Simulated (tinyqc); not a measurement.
# Memristor with linear dopant drift, Biolek window, step by step

tinyqc, about 0.1 s, one thread, Intel Xeon 2.30GHz (shared host): `OMP_NUM_THREADS=1 python tinyqc.py 2880029 2880030 out.jsonl` Printed values are rounded.

A film of thickness D has a doped share x: R = Ron x + Roff (1 - x), i = v/R, dx/dt = k i F with k = mv Ron/D^2 and F = 1 - x^(2 p) for i >= 0 and 1 - (x - 1)^(2 p) for i < 0. The drive is v = V0 sin(2 pi f t). The model has no threshold and no heating.

Values chosen for this exercise:

| symbol | value | unit | meaning |
|---|---|---|---|
| Ron | 50 | ohm | resistance of the fully doped film |
| Roff | 16000 | ohm | resistance of the undoped film |
| D | 5 | nm | film thickness |
| mv | 3.2e-14 | m^2/(V s) | dopant mobility |
| x0 | 0.27 |  | doped share at t = 0 |
| V0 | 0.9 | V | amplitude |
| p | 2 |  | window exponent |
| f | 11 | Hz | frequency |

## Rate constant, charge and flux scales

k = mv Ron/D^2; R0 = R(x0); without a window the film fills (x = 1) after the charge (1 - x0)/k and the flux (R0^2 - Ron^2)/(2 k (Roff - Ron)); half a period supplies the flux V0/(pi f).

k = 64000 1/C
R0 = 11693.50 ohm
charge to fill = 11.40625 uC
flux to fill = 0.06697465 V s
flux of half a period = 0.02604354 V s

Half a period supplies 38.9 % of the flux to fill.

## Step 1: one Runge-Kutta step

x at step 0 = 0.27
j = 0

Step h = 1/(12 f), from t = j h. With g(t, x) = dx/dt: k1 = g(t, x), k2 = g(t + h/2, x + h k1/2), k3 = g(t + h/2, x + h k2/2), k4 = g(t + h, x + h k3), x(new) = x + h (k1 + 2 k2 + 2 k3 + k4)/6.

k1..k4 (1/s): [0.000000, 1.268119, 1.275984, 2.480547]
x at step 1 = 0.2795565

## Step 2: one Runge-Kutta step

j = 1

As before.

k1..k4 (1/s): [2.480194, 3.550576, 3.569411, 4.450342]
x at step 2 = 0.3062869

## Step 3: one Runge-Kutta step

j = 2

As before.

k1..k4 (1/s): [4.448519, 5.073845, 5.089917, 5.408295]
x at step 3 = 0.3443985

## One period

The 12 Runge-Kutta steps against a converged integration; i uses the converged x.

One period:
```
j     v (V)  x, coarse steps  x, converged  i (uA)
0    0.0000           0.2700        0.2700    0.00
1    0.4500           0.2796        0.2796   38.99
2    0.7794           0.3063        0.3063   70.13
3    0.9000           0.3444        0.3444   85.66
4    0.7794           0.3846        0.3846   79.00
5    0.4500           0.4155        0.4155   48.01
6    0.0000           0.4271        0.4271    0.00
7   -0.4500           0.4164        0.4164  -48.09
8   -0.7794           0.3887        0.3887  -79.53
9   -0.9000           0.3538        0.3538  -86.90
10  -0.7794           0.3221        0.3221  -71.75
11  -0.4500           0.3007        0.3007  -40.16
12   0.0000           0.2932        0.2932    0.00
```

The current vanishes with the voltage (pinched loop). At the same voltage, j = 2 and 4, it is 70.1 uA on the way up and 79.0 uA on the way down. x peaks at 0.4271 at half period and ends at 0.2932, not at its starting value: this window differs for the two directions of the current. The coarse steps miss by at most 4.8e-6.
